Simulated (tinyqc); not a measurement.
CISD on RHF in the sto-3g basis, for H3+, spin multiplicity 1, step by step. One step of it, computed by the program tinyqc.

Question. CISD: determinants and Hamiltonian. Slater-Condon rules over spin orbitals, with the nuclear repulsion added and E(HF) subtracted on the diagonal.

one-electron integrals over orbitals h = C^T H C (hartree):
```
           1          2          3
1  -1.358125   0.000127  -0.018915
2   0.000127  -1.030001  -0.000016
3  -0.018915  -0.000016  -0.984341
```

Two-electron integrals over orbitals (pq|rs), unique and non-zero (hartree):
```
(11|11) 0.496459    (21|11) -0.000127   (21|21) 0.149983    (22|11) 0.478643
(22|21) 0.000792    (22|22) 0.573259    (31|11) 0.018916    (31|21) 0.000008
(31|22) -0.102159   (31|31) 0.153464    (32|11) 0.000012    (32|21) -0.118126
(32|22) -0.000176   (32|31) -0.000708   (32|32) 0.099148    (33|11) 0.502246
(33|21) -0.000806   (33|22) 0.428517    (33|31) 0.105477    (33|32) 0.000168
(33|33) 0.578597
```

nuclear repulsion = 1.08872985 hartree

Hartree-Fock energy = -1.13106187 hartree

Give: determinants; H - E(HF) between determinants.

Answer.

Occupation strings over the orbitals (2 doubly, a alpha, b beta, 0 empty; spin orbitals ordered 1a 1b 2a 2b ...): 200 ab0 a0b ba0 b0a 020 0ab 0ba 002

H - E(HF) between determinants (hartree):
```
        200      ab0      a0b      ba0      b0a      020      0ab      0ba
200  0.0000   0.0000   0.0000   0.0000   0.0000   0.1500   0.0000   0.0000
ab0  0.0000   0.3103   0.0000  -0.1500   0.0000   0.0009  -0.1181   0.1211
a0b  0.0000   0.0000   0.3796   0.0000  -0.1535  -0.1181  -0.0007   0.0007
ba0  0.0000  -0.1500   0.0000   0.3103   0.0000  -0.0009   0.1211  -0.1181
b0a  0.0000   0.0000  -0.1535   0.0000   0.3796   0.1181   0.0007  -0.0007
020  0.1500   0.0009  -0.1181  -0.0009   0.1181   0.7330  -0.0002   0.0002
0ab  0.0000  -0.1181  -0.0007   0.1211   0.0007  -0.0002   0.6340  -0.0991
0ba  0.0000   0.1211   0.0007  -0.1181  -0.0007   0.0002  -0.0991   0.6340
002  0.1535  -0.0007   0.0866   0.0007  -0.0866   0.0991   0.0002  -0.0002

         002
200   0.1535
ab0  -0.0007
a0b   0.0866
ba0   0.0007
b0a  -0.0866
020   0.0991
0ab   0.0002
0ba  -0.0002
002   0.8297
```
